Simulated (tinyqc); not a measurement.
# Undoped gate-all-around wire MOSFET, analytic charge model: effects of single changes

An undoped round wire of radius R under an insulator shell and a surrounding gate; long channel, electrons only, n = ni exp((psi - V)/Vt) with V the quasi-Fermi potential (0 at the source, Vd at the drain), constant mobility, no quantisation. The radial Poisson equation gives n(r) = n(0)/(1 - (1 - b) r^2/R^2)^2 with b = Q0/(Q + Q0). Q is the electron charge per area of the wire surface.

Values chosen for this exercise; material values close to those of silicon:
- T = 325 K (temperature)
- Eg = 1.11 eV (band gap)
- eps_r = 11.9 (relative permittivity of the semiconductor)
- Nc = 3.15e19 cm^-3 (conduction-band density of states at T)
- Nv = 2.95e19 cm^-3 (valence-band density of states at T)
- eox = 7.55 (relative permittivity of the gate insulator)
- tox = 2.5 nm (insulator thickness)
- R = 8 nm (wire radius)
- dphi = -0.1 V (gate work function less that of the intrinsic body)
- mu = 250 cm^2/(V s) (channel mobility)
- L = 0.5 um (gate length)
- Vd = 0.8 V (drain voltage)

Constants: q = 1.602176634e-19 C, kB = 1.380649e-23 J/K, Vt = kB T/q, eps0 = 8.8541878128e-14 F/cm where lengths are in cm. Results are converted to the units shown.

Each table varies one quantity; the others keep the values above.

## Output curve

ni = sqrt(Nc Nv) exp(-Eg/(2 Vt)), Eg in volts; Cox = eps0 eox/(R ln(1 + tox/R)); Q0 = 4 eps0 eps_r Vt/R; V0 = dphi + Vt ln[8 eps0 eps_r Vt/(q ni R^2)]. Q solves Vg - V0 - V = Q/Cox + Vt ln(Q/Q0) + Vt ln(1 + Q/Q0). I = mu (2 pi R/L)[2 Vt (Qs - Qd) + (Qs^2 - Qd^2)/(2 Cox) + Vt Q0 ln((Qd + Q0)/(Qs + Q0))], with Qs at V = 0 and Qd at V = Vd.

In this table Vg = 1.01 V.

Output curve:
```
Vd (V)  Qd (nC/cm^2)     Qd/Qs  I (uA)
0.13            1163    0.7657   4.377
0.24           871.2    0.5737   7.186
0.35           593.6    0.3909   9.207
0.46           339.7    0.2237   10.49
0.56           147.4   0.09708   11.09
0.67           21.77   0.01434   11.30
0.78          0.6263  4.124e-4   11.32
0.89         0.01247  8.212e-6   11.32
1           2.456e-4  1.617e-7   11.32
```

What does the table show?

The current rises from 4.38 to 11.3 uA, while the charge at the drain end falls from 0.77 to 1.6e-7 of that at the source. The current first comes within 1 % of its last value at Vd = 0.67 V among the rows. Over the last rows Qd falls by a factor of e for each Vt of drain voltage: the drain end is in weak inversion. In every row the surface density at the source passes 0.3 Nc, where Boltzmann statistics fail. For Vd = 0.67 to 1 V mu V/L, with V the smaller of Vd and Vg - V0, passes 3e6 cm/s, so velocity saturation would lower the current.

## Transfer curve and volume inversion

Same model as above.

The drop is psi(surface) - psi(centre) at the source end; C = dQs/dVg, Cg = Cox, drop = 2 Vt ln(1 + Qs/Q0); gm = dI/dVg.

Transfer curve and volume inversion:
```
Vg (V)  Qs (nC/cm^2)  drop (mV)      C/Cg    I (uA)  gm/I (1/V)
0.08        0.002990   0.001135  3.474e-5  2.105e-6       35.71
0.23          0.6263     0.2372  0.007194  4.434e-4       35.50
0.38           53.18      17.24    0.3282   0.05446       24.54
0.53           297.4      61.83    0.6744    0.6659       11.23
0.68           642.7      94.00    0.8046     2.419       6.676
0.83            1029      116.3    0.8645     5.562       4.649
0.98            1436      132.9    0.8974     10.20       3.536
1.13            1854      146.1    0.9179     16.39       2.818
1.28            2281      156.9    0.9318     23.84       2.194
```

What does the table show?

The current rises from 2.10e-6 to 23.8 uA. In the first row gm/I is 35.7 1/V, within 0.01 % of 1/Vt: with no depletion charge the whole body follows the gate, and the swing is ideal. The drop between surface and centre goes from 0.0011 to 157 mV and passes Vt at Vg = 0.53 V among the rows; below that the density varies across the body by less than a factor of e (volume inversion). C reaches 0.93 of Cg in the last row. For Vg = 0.53 to 1.28 V the surface density at the source passes 0.3 Nc, where Boltzmann statistics fail. For Vg = 1.13 to 1.28 V mu V/L, with V the smaller of Vd and Vg - V0, passes 3e6 cm/s, so velocity saturation would lower the current.

## Effect of the wire radius

I = mu (2 pi R/L)[2 Vt (Qs - Qd) + (Qs^2 - Qd^2)/(2 Cox) + Vt Q0 ln((Qd + Q0)/(Qs + Q0))], with Qs at V = 0 and Qd at V = Vd.  I(low) is taken at Vg = 0.13 V, Qs and I(high) at Vg = 0.88 V.

Effect of the wire radius:
```
R (nm)   V0 (V)  I(low) (nA)  Qs(high) (nC/cm^2)  I(high) (uA)
2.7     0.44349    0.0014292              1377.0        2.6353
3.7     0.42584    0.0026838              1293.5        3.4522
5.2     0.40678    0.0053008              1224.9        4.6704
7.3     0.38778     0.010446              1174.0        6.3715
10      0.37015     0.019601              1138.8        8.5577
14      0.35131     0.038412              1110.8        11.798
20      0.33133     0.078370              1089.4        16.664
```

As R goes from 2.7 to 20 nm, I(low) rises from 0.00143 to 0.0784 nA and I(high) rises from 2.64 to 16.7 uA. On average I(low) goes as R^(2.00) and I(high) goes as R^(0.92). Below threshold the charge is proportional to the cross-section of the body; above it the insulator sets the charge. In every row the surface density at the source at the higher gate voltage passes 0.3 Nc, where Boltzmann statistics fail. For R = 2.7 to 5.2 nm the body is thin enough for quantum confinement, left out here, to raise the threshold.

Computed by the program tinyqc: `OMP_NUM_THREADS=1 python tinyqc.py 2460001 2460002 out.jsonl`, one thread of a shared Intel Xeon 2.30GHz, about 0.02 s for the whole run.
